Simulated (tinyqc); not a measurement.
What each parameter does: band-to-band tunnelling across a p-n junction in a two-band chain.

Sites alternate A at -Eg/2 and C at +Eg/2 with hopping -t; near the edges, with k counted from the zone boundary pi/a, E^2 = (Eg/2)^2 + (t a k)^2, so t = sqrt(c Eg/m)/a gives the mass m, c = hbar^2/2m0. In the gap cosh(q a) = 1 + (Eg^2/4 - e^2)/(2 t^2), e the energy from the local mid-gap. The potential is V0 = Eg + ov on the p side (left), 0 on the n side, and falls linearly over the 2N sites of the junction, V_j = V0 (1 - j/(2N + 1)), j = 1 to 2N, site 1 being A. E = Eg/2 + x ov. A half chain that ends on a site of level e1 with neighbour e2 has g = (1 + z)/(E - e1), z = exp(-/+ i k a) the root with Im g < 0, cos(k a) = (E - e1)(E - e2)/(2 t^2) - 1. S_L = t^2 g (ending on C, shifted by V0), S_R = t^2 g (starting on A). T = 4 Im(S_L) Im(S_R) |G_(1,2N)|^2.

Constants: hbar^2/2m0 = 3.80998211 eV angstrom^2.

Values chosen for the exercise (gap and mass near those of GaSb; shifted at random, so the results belong to these values and not to a real crystal): Eg = 0.745 eV (gap); m = 0.0414 m0 (mass of electron and light hole); a = 4 angstrom (period (two sites)); ov = 0.27 eV (overlap: top of the valence band on the p side above the conduction edge on the n side); Nw = 15 (periods in the junction); x = 0.36 (energy above the n-side conduction edge, as a share of ov).

N = Nw; WKB exponent 2 I/F with I = pi Eg^2/(8 t a), F = V0/((2N + 1) a/2).

Results for these values:
```
case,F (MV/cm),exponent,log10 T of the chain
base,1.6371,3.2158,-1.1995
```

What happens to each result for a = 4.5 angstrom, all else kept?

Answer: F falls from 1.6371 to 1.4552; exponent rises from 3.2158 to 3.6178; log10 T of the chain falls from -1.1995 to -1.3688.

The same for each parameter in turn:
```
case,F (MV/cm),exponent,log10 T of the chain
base,1.6371,3.2158,-1.1995
Eg = 0.8195 eV,1.7573,3.4563,-1.2960
m = 0.04554 m0,1.6371,3.3728,-1.2650
ov = 0.32 eV,1.7177,3.0648,-1.1464
Nw = 18,1.3716,3.8382,-1.4633
x = 0.67,1.6371,3.2158,-1.2065
a = 4.5 angstrom,1.4552,3.6178,-1.3688
```

(tinyqc, `OMP_NUM_THREADS=1 python tinyqc.py 1450178 1450179 out.jsonl`, Intel(R) Xeon(R) Processor @ 2.30GHz, 1 thread, shared host, about 0.01 s.)
